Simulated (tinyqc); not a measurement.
Inside a calculation. Model: valley-orbit splitting of a donor ground state, with strain. Computed by tinyqc, a small Python program that keeps every step. Command: `OMP_NUM_THREADS=1 python tinyqc.py 3013778 3013779 out.jsonl valleyorbit walk`. One thread of a shared host (Intel(R) Xeon(R) Processor @ 2.30GHz), about 0.01 s of CPU time with the checks. Intermediate numbers are printed to about 6 digits and carried at full precision; extremes and crossings named in words are read from the listed rows.

The basis is the 1s envelope in each valley; energies are counted from the unstrained conduction-band edge. The strain is e_s (a a^T - 1/3) for the unit stress axis a, so valley j along n_j moves by Xi_u e_s w_j with w_j = (n_j.a)^2 - 1/3: -1/3 for x and y, +2/3 for z.

Inputs (values chosen for the exercise, for a model many-valley semiconductor): single-valley binding energy E_0 = 20.2 meV; central-cell shift Lambda = 6.02 meV; coupling Delta_1 = 0.857 meV; coupling Delta_2 = 0.599 meV; shear deformation potential Xi_u = 8.98 eV; shear strain e_s = -4.1e-05; temperature T = 30 K; donor density N_D = 3.1e+15 cm^-3; density-of-states mass of one valley m_e = 0.333 m_0.

Valleys: six along <100>. Stress axis: [001].

Constants: k_B = 8.617333262e-05 eV/K; m_0 = 9.1093837015e-31 kg; k_B = 1.380649e-23 J/K; h = 6.62607015e-34 J s.

## Levels without strain

By symmetry: E(A1) = E_0 + Lambda + 4 Delta_1 + Delta_2 (one state), E(T2) = E_0 + Lambda - Delta_2 (three), E(E) = E_0 + Lambda - 2 Delta_1 + Delta_2 (two), as binding energies.

E(A1) = 30.247 meV

E(T2) = 25.621 meV

E(E) = 25.105 meV

Only A1 has all valley amplitudes in phase, so only it has weight at the nucleus. Of the upper states T2 is bound more strongly, because Delta_1 is larger than Delta_2.

## The valley matrix under strain

H_jj = -(E_0 + Lambda) + Xi_u e_s w_j; H_jk = -Delta_2 between opposite valleys and -Delta_1 between perpendicular ones.

H (meV), rows +x, -x, +y, -y, +z, -z:
$$\begin{pmatrix}
-26.0973 & -0.5990 & -0.8570 & -0.8570 & -0.8570 & -0.8570 \\
-0.5990 & -26.0973 & -0.8570 & -0.8570 & -0.8570 & -0.8570 \\
-0.8570 & -0.8570 & -26.0973 & -0.5990 & -0.8570 & -0.8570 \\
-0.8570 & -0.8570 & -0.5990 & -26.0973 & -0.8570 & -0.8570 \\
-0.8570 & -0.8570 & -0.8570 & -0.8570 & -26.4655 & -0.5990 \\
-0.8570 & -0.8570 & -0.8570 & -0.8570 & -0.5990 & -26.4655
\end{pmatrix}$$

## Levels and ground state under strain

Diagonalise H; the ground vector has positive components. The density at the nucleus, and so the contact hyperfine coupling, scales as (sum_j c_j)^2/(number of valleys), which is 1 without strain; the envelopes are held fixed.

levels (meV): [-30.2530, -25.8665, -25.4983, -25.4983, -25.2217, -24.9823]

valley amplitudes of the ground state: +x 0.398041, -x 0.398041, +y 0.398041, -y 0.398041, +z 0.427934, -z 0.427934

hyperfine ratio A/A_0 = 0.998809

The valleys that move down hold 36.6 % of the ground state, against 33.3 % without strain.

## Binding energy under strain

The binding energy is counted from the lowest valley edge, min_j Xi_u e_s w_j; the gap is from the ground state to the next level.

binding energy under strain = 30.0075 meV

gap to the first excited state = 4.38654 meV

## Populations and ionisation

z = sum over levels of exp(-(E - E_ground)/k_B T), the ground-state share being 1/z; N_c = 2 (2 pi m_e k_B T/h^2)^(3/2) sum_j exp(-(shift_j - lowest shift)/k_B T); n1 = N_c/(2 z) exp(-binding/k_B T), binding = lowest shift - E_ground; without compensation n = 2 N_D/(1 + sqrt(1 + 4 N_D/n1)) (Boltzmann statistics; p and higher states left out).

partition sum z = 1.77416

share of neutral donors in the ground state = 0.563647

N_c = 8.33967e+17 cm^-3

n1 = 2.13836e+12 cm^-3

free electrons n = 8.03560e+13 cm^-3

## Strain dependence

The contact hyperfine ratio is A/A_0 = (sum_j c_j)^2/(number of valleys), c_j the valley amplitudes of the ground state; binding from the lowest valley edge.

Against strain:
```
e_s        Xi_u e_s (w_max - w_min) (meV)  binding (meV)  gap to next level (meV)     A/A_0
-3.30e-04                        -2.96340        28.6975                  3.07647  0.914895
-1.20e-04                        -1.07760        29.5820                  3.96096  0.989087
-4.10e-05                        -0.36818        30.0075                  4.38654  0.998809
-1.20e-05                        -0.10776        30.1757                  4.55467  0.999901
1.20e-05                          0.10776        30.2116                  4.59058  0.999904
4.10e-05                          0.36818        30.1300                  4.50899  0.998917
1.20e-04                          1.07760        29.9343                  4.31331  0.991685
3.30e-04                          2.96340        29.5626                  3.94155  0.954969
```

A/A_0 falls for either sign of strain, to 0.915 and 0.955 at the ends; its limits are the shares of the valleys that end up lowest, 2/6 under compression and 4/6 under tension. Near zero strain A/A_0 changes in second order, the binding in first. The binding energy drops from 30.25 meV to 28.70 and 29.56 meV, since fewer valleys share the valley-orbit gain.

## Do the excited 1s states matter for ionisation?

No strain here. The last two columns set z = 1, with the A1 depth, or use one level at E_0 with z equal to the number of valleys.

Ionised share:
```
T (K)        z  all 1s states  ground state alone  no splitting
18     1.22469    4.36126e-04         4.82630e-04      0.005013
29     1.72670    2.09893e-02         2.74890e-02      0.081416
44     2.40094    1.75728e-01         2.58293e-01      0.366574
64     3.08396    5.35930e-01         7.24783e-01      0.729454
88     3.64519    8.21067e-01         9.36183e-01      0.904902
140    4.35047    9.66483e-01         9.91886e-01      0.979361
230    4.91848    9.92880e-01         9.98536e-01      0.994748
```

z grows from 1.225 to 4.92 of at most 6. Leaving out the excited states overstates the ionised share by up to 47.0 % (at 44.0 K); ignoring the splitting misses by a factor 11.5 at the lowest T and 1.00 at the highest.

Checks made by the program: symmetry formulas against diagonalisation (relative difference below 1e-10).
